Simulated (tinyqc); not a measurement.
## Bandgap voltage reference from two bipolar transistors: effect of the output resistor at T0

Two transistors of area 1 and N carry the same current I. Is(T) = Is (T/T0)^eta exp[(Vg0 q/kB)(1/T0 - 1/T)], VBE1 = Vt ln(I/Is(T)) + I rb, VBE2 = Vt ln(I/(N Is(T))) + I rb/N. The amplifier forces I R1(T) = VBE1 - VBE2 + Vos, with R(T) = R (1 + tc (T - T0)) for both resistors, and the output is Vref = VBE1 + I R2(T). Base currents and the Early effect are neglected.

Vt = kB T/q; I = (Vt ln N + Vos)/(R1(T) - rb (1 - 1/N)). Box coefficient: span of Vref between 233 and 398 K over its average over T and over 165 K. The last column is the R2 that gives zero slope at T0.

Parameters, values chosen for the exercise; values of the order met in silicon bipolar transistors:
- T0 = 300 K (reference temperature)
- Vg0 = 1.17 V (band-gap voltage extrapolated to 0 K)
- eta = 3.2 (temperature exponent of the saturation current)
- Is = 7.1e-18 A (saturation current of the unit transistor at T0)
- N = 10 (area ratio of the second transistor)
- R1 = 13 kohm (resistor across which the difference of VBE falls, at T0)
- tc = 0 ppm/K (temperature coefficient of both resistors)
- Vos = 0 mV (offset of the amplifier)
- rb = 45 ohm (series resistance of the unit transistor)

Constants: q = 1.602176634e-19 C, kB = 1.380649e-23 J/K. Results are converted to the units shown.

Result of one run:

| R2 (kohm) | I at T0 (uA) | Vref at T0 (V) | slope at T0 (uV/K) | box coefficient (ppm/K) | R2 for zero slope (kohm) |
|---|---|---|---|---|---|
| 114 | 4.593 | 1.227 | 0.07708 | 13.55 | 114.0 |

What becomes of these results when the output resistor at T0 R2 is changed from 114 to 123.1 kohm, all else the same?

Result of the changed run:

| R2 (kohm) | I at T0 (uA) | Vref at T0 (V) | slope at T0 (uV/K) | box coefficient (ppm/K) | R2 for zero slope (kohm) |
|---|---|---|---|---|---|
| 123.1 | 4.593 | 1.269 | 139.4 | 104.0 | 114.0 |

The whole series:

| R2 (kohm) | I at T0 (uA) | Vref at T0 (V) | slope at T0 (uV/K) | box coefficient (ppm/K) | R2 for zero slope (kohm) |
|---|---|---|---|---|---|
| 104.9 | 4.593 | 1.185 | -139.3 | 124.0 | 114.0 |
| 108.3 | 4.593 | 1.201 | -87.19 | 78.87 | 114.0 |
| 111.7 | 4.593 | 1.216 | -35.14 | 35.48 | 114.0 |
| 114 | 4.593 | 1.227 | 0.07708 | 13.55 | 114.0 |
| 116.3 | 4.593 | 1.237 | 35.29 | 24.26 | 114.0 |
| 119.7 | 4.593 | 1.253 | 87.35 | 63.82 | 114.0 |
| 123.1 | 4.593 | 1.269 | 139.4 | 104.0 | 114.0 |

As R2 goes from 104.9 to 123.1, Vref rises from 1.185 to 1.269 V and the box coefficient goes from 124 through a minimum of 13.6 (at R2 = 114 among the rows listed) to 104 ppm/K. One per cent in R2 moves the slope by 17.5 uV/K.

Numbers from tinyqc (`OMP_NUM_THREADS=1 python tinyqc.py 2062163 2062164 out.jsonl`; about 0.02 s on one thread of a shared Intel Xeon 2.30GHz).
